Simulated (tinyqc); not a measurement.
Effective mass of the split-off band from tabulated energies: one step. The non-parabolic form. Four cases, with inputs chosen for the exercise.

Problem. E (1 + alpha E) = c k^2/m means that y = c k^2/E is a straight line in E with intercept m and slope m alpha. Fit the line by unweighted least squares over points 1 to 8, E in eV.

c = hbar^2/2m0.
Constants: hbar^2/2m0 = 3.80998211 eV angstrom^2.

Give: y; m; alpha.

Case 1.

Energies along [110], from the band edge downward:

| k (1/angstrom) | E (meV) |
|---|---|
| 0.0000000 | 0.000000 |
| 0.0064000 | 0.740400 |
| 0.0128000 | 3.029800 |
| 0.0192000 | 7.078600 |
| 0.0256000 | 13.250700 |
| 0.0320000 | 22.053200 |
| 0.0384000 | 34.060800 |
| 0.0448000 | 49.750300 |
| 0.0512000 | 69.319900 |

reference mass (curvature of the model at k = 0.0001 1/angstrom) = 0.2123822 m0

Solution.

y (m0): 0.21077  0.20603  0.19842  0.18844  0.17691  0.16494  0.15370  0.14408

m = 0.20484 m0
alpha = -4.788 1/eV

The intercept errs by -3.55 %. For this band the scale of alpha is set by Dso = 0.11 eV as well as by the gap.

Case 2.

Energies along [110], from the band edge downward:

| k (1/angstrom) | E (meV) |
|---|---|
| 0.0000000 | 0.000000 |
| 0.0055000 | 0.683400 |
| 0.0110000 | 2.750000 |
| 0.0165000 | 6.250000 |
| 0.0220000 | 11.267300 |
| 0.0275000 | 17.920200 |
| 0.0330000 | 26.360800 |
| 0.0385000 | 36.771200 |
| 0.0440000 | 49.357000 |

reference mass (curvature of the model at k = 0.0001 1/angstrom) = 0.1689982 m0

Solution.

y (m0): 0.16864  0.16764  0.16596  0.16366  0.16078  0.15740  0.15358  0.14944

m = 0.16841 m0
alpha = -2.361 1/eV

The intercept errs by -0.35 %. For this band the scale of alpha is set by Dso = 0.345 eV as well as by the gap.

Case 3.

Energies along [100], from the band edge downward:

| k (1/angstrom) | E (meV) |
|---|---|
| 0.0000000 | 0.000000 |
| 0.0055000 | 1.267800 |
| 0.0110000 | 5.102000 |
| 0.0165000 | 11.594000 |
| 0.0220000 | 20.893500 |
| 0.0275000 | 33.200000 |
| 0.0330000 | 48.745100 |
| 0.0385000 | 67.760100 |
| 0.0440000 | 90.430400 |

reference mass (curvature of the model at k = 0.0001 1/angstrom) = 0.0910895 m0

Solution.

y (m0): 0.09091  0.09036  0.08947  0.08826  0.08679  0.08512  0.08334  0.08157

m = 0.09067 m0
alpha = -1.169 1/eV

The intercept errs by -0.46 %. For this band the scale of alpha is set by Dso = 0.289 eV as well as by the gap.

Case 4.

Energies along [100], from the band edge downward:

| k (1/angstrom) | E (meV) |
|---|---|
| 0.0000000 | 0.000000 |
| 0.0059000 | 1.541300 |
| 0.0118000 | 6.230900 |
| 0.0177000 | 14.264500 |
| 0.0236000 | 25.959500 |
| 0.0295000 | 41.729700 |
| 0.0354000 | 62.029600 |
| 0.0413000 | 87.262000 |
| 0.0472000 | 117.667700 |

reference mass (curvature of the model at k = 0.0001 1/angstrom) = 0.0863554 m0

Solution.

y (m0): 0.08605  0.08514  0.08368  0.08174  0.07946  0.07697  0.07447  0.07214

m = 0.08536 m0
alpha = -1.421 1/eV

The intercept errs by -1.15 %. For this band the scale of alpha is set by Dso = 0.393 eV as well as by the gap.

Computed by tinyqc, one run a case: `OMP_NUM_THREADS=1 python tinyqc.py N N+1 out.jsonl` with N = 1880735, 1880767, 1881027, 1881063; one thread of a shared Intel(R) Xeon(R) Processor @ 2.30GHz, about 0.01 s a run at most.
